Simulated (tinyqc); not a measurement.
X-ray photoelectron analysis of a thin oxide on a semiconductor: attenuation lengths, thickness, angle series and band offsets: one step, computed by the program tinyqc.

The same element is seen in the oxide and in the substrate, at nearly the same kinetic energy; films are flat and uniform, and the work function is ignored.

Question. Inelastic mean free paths. TPP-2M: lambda = E/(E_p^2 [b ln(c E) - C/E + D/E^2]) in angstrom, E_p = 28.8 sqrt(N_v rho/M), b = -0.10 + 0.944/sqrt(E_p^2 + E_g^2) + 0.069 rho^0.1, c = 0.191/sqrt(rho), U = N_v rho/M, C = 1.97 - 0.91 U, D = 53.4 - 20.8 U, with E = photon energy less binding energy in eV. Attenuation length L = factor x lambda.

Inputs (values chosen for the exercise, modelled on SiO2 on silicon):
```
quantity                                          value    unit
photon energy                                       650      eV
binding energy of the core level                   99.4      eV
oxide density                                      2.21  g/cm^3
oxide formula mass                                60.08   g/mol
valence electrons per oxide formula                  16       -
oxide gap                                          8.97      eV
substrate density                                  2.33  g/cm^3
substrate formula mass                            28.09   g/mol
valence electrons per substrate formula               4       -
substrate gap                                      1.12      eV
attenuation length over inelastic mean free path   0.91       -
```

Give: kinetic energy E; the table «Terms» with the columns E_p (eV), b, c, lambda (nm), for layer = oxide, substrate; L in the oxide; L in the substrate.

Answer.

kinetic energy E = 550.6 eV

Terms:
```
layer      E_p (eV)        b       c  lambda (nm)
oxide         22.09  0.01428  0.1285        1.933
substrate     16.59  0.03187  0.1251        1.516
```

L in the oxide = 1.759 nm

L in the substrate = 1.379 nm
